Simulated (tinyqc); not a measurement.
Stress in a transistor channel from embedded alloy regions, liners and fins, by half-space elasticity: one step, computed by the program tinyqc. Command: `OMP_NUM_THREADS=1 python tinyqc.py 3031289 3031290 out.jsonl stressor walk`. One thread of a shared host (Intel(R) Xeon(R) Processor @ 2.30GHz), about 0.01 s of CPU time with the checks.

Plane strain in an isotropic half-space, the same constants everywhere; x along the channel from its centre, y downwards from the free surface; stress is positive in tension.

Task: Stress at the centre of the channel. A line element dA of misfit at (a, c) in the half-space gives, with C = E e/(2 pi (1 - nu)), X = x - a, r1^2 = X^2 + (y - c)^2, r2^2 = X^2 + Y^2, Y = y + c: s_xx = -C dA {[X^2 - (y - c)^2]/r1^4 + 3 [X^2 - Y^2]/r2^4 + 4 y Y (Y^2 - 3 X^2)/r2^6}, s_yy = C dA {[X^2 - (y - c)^2]/r1^4 - [X^2 - Y^2]/r2^4 + 4 y Y (Y^2 - 3 X^2)/r2^6}. These are integrated over two rectangles, L/2 < |a| < L/2 + S, 0 < c < d (closed form in a, 200 Gauss-Legendre points in c).

Inputs (values chosen for the exercise, modelled on silicon):

| quantity | value | unit |
|---|---|---|
| Young's modulus E | 163 | GPa |
| Poisson ratio nu | 0.24 | - |
| channel length L | 40 | nm |
| length of each stressor S | 110 | nm |
| recess depth d | 40 | nm |
| depth of the field point y | 2.2 | nm |

Stressor: Si(1-x)Ge(x) source and drain.

misfit e = 0.010764

stress of a blanket film = -2.308595 GPa

Give: s_xx; s_yy; s_xx over the blanket-film stress.

Result:

s_xx = -2120 MPa

s_yy = -1.239 MPa

s_xx over the blanket-film stress = 0.9184

The channel is compressed along its length; s_yy is 5.8e-4 of s_xx in size and vanishes at the surface.
